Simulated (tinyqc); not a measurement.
Domain walls in a thin film with perpendicular anisotropy: Bloch, Neel and chiral walls, motion and stripe domains: one step, computed by the program tinyqc. Command: `OMP_NUM_THREADS=1 python tinyqc.py 3002537 3002538 out.jsonl mwall walk`. One thread of a shared host (Intel(R) Xeon(R) Processor @ 2.30GHz), about 0.01 s of CPU time with the checks.

One-dimensional wall: polar angle theta(x), azimuth phi of the moment in the wall (phi = 0 Neel, 90 degrees Bloch). mu_0 = 1.25663706212e-6 T m/A, gamma = 1.76085963023e11 rad/(s T).

Problem. Stripe domains. Dipolar length l = sigma/(mu_0 M_s^2); for t much smaller than the period the domain width is w = 0.955 t exp(pi l/t) (Kaplan and Gehring), given as log10 of w in nm.

Inputs (values chosen for the exercise, for a model film): saturation magnetisation M_s = 1290 kA/m; thickness t = 1.8 nm.

wall energy sigma = 8.596695 mJ/m^2

Give: dipolar length l; log10 of the domain width in nm.

Solution.

dipolar length l = 4.1110 nm

log10 of the domain width in nm = 3.3513

Equilibrium domains are about 2200 nm wide.
